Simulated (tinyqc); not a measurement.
Kinetics of strain relaxation and threading dislocations in mismatched semiconductor layers: one step, computed by the program tinyqc.

60-degree dislocations on {111} planes of a (001) layer, isotropic elasticity. The Schmid factor is 1/sqrt(6), and a misfit segment relieves strain with b/2.

Question. Thick uniform layer and trapping in a trench. A separate case, a thick relaxed layer. Pair reactions during growth: d rho/dh = -K rho^2 with K = 2 r_A tan(psi) and threads inclined by psi = 45 degrees (the <110> lines of {111} planes), so rho = 1/(K H) for a layer that starts with far more threads than that, as highly mismatched layers do. In a trench along [110] a thread on {111} rises at 54.74 degrees across the width, and leaves through the wall below the height w tan(54.74 degrees) = sqrt(2) w; the share of threads, evenly spread over the floor, that reach the top is max(0, 1 - a/sqrt 2) for the aspect ratio a.

Inputs (values chosen for the exercise, modelled on Ge on Si): reaction radius r_A = 6.4 nm; final thickness of a thick uniform layer H = 7.6 micrometre; aspect ratio of a trench = 1.6.

Give: thread density at H; share that reaches the top.

Answer.

thread density at H = 1.028e+09 1/cm^2

share that reaches the top = 0

The trench traps all threads that cross it; those that run along it are not trapped. Thickness alone needs 7800 micrometre for 1e6 /cm^2.
